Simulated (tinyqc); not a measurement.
Hydrogen passivation of interface dangling bonds: competing passivation and dissociation with distributed barriers: one step, computed by the program tinyqc.

P_b + H2 gives P_bH + H at the rate k_f [H2]; P_bH gives P_b + H at the rate k_d. All defects start unpassivated. E_f and E_d are Gaussian and independent.

Question. Single barriers. [H2] = solubility factor x p; a = k_f0 [H2] exp(-E_f/(k_B T)), d = k_d0 exp(-E_d/(k_B T)). For one pair of barriers the active share is y = [d + a exp(-(a + d) t)]/(a + d). Temperatures in kelvin are T(C) + 273.15.

Inputs (values chosen for the exercise, close to those used for P_b centres at the silicon-oxide interface):
```
quantity                                      value          unit
passivation prefactor k_f0                  3.2e-07        cm^3/s
mean passivation barrier E_f                   1.65            eV
spread sigma_f                                0.071            eV
dissociation prefactor k_d0                 2.2e+13           1/s
mean dissociation barrier E_d                  2.67            eV
spread sigma_d                                0.083            eV
H2 in the oxide per atm, solubility factor  3.7e+17  1/(cm^3 atm)
hydrogen pressure p                              10           atm
anneal temperature T                            600             C
anneal time t                                   320             s
```

Constants: k_B = 8.617333262e-05 eV/K.

Give: passivation rate a; dissociation rate d; a t; steady active share d/(a + d); active share, single barriers.

Answer.

passivation rate a = 354.51 1/s

dissociation rate d = 0.0085372 1/s

a t = 1.1344e+05

steady active share d/(a + d) = 2.4081e-05

active share, single barriers = 2.4081e-05

Passivation has run its course, and the balance with dissociation sets the remainder. Caution: single-barrier shares below about 1e-3 are formal; measured passivation levels off well above them.
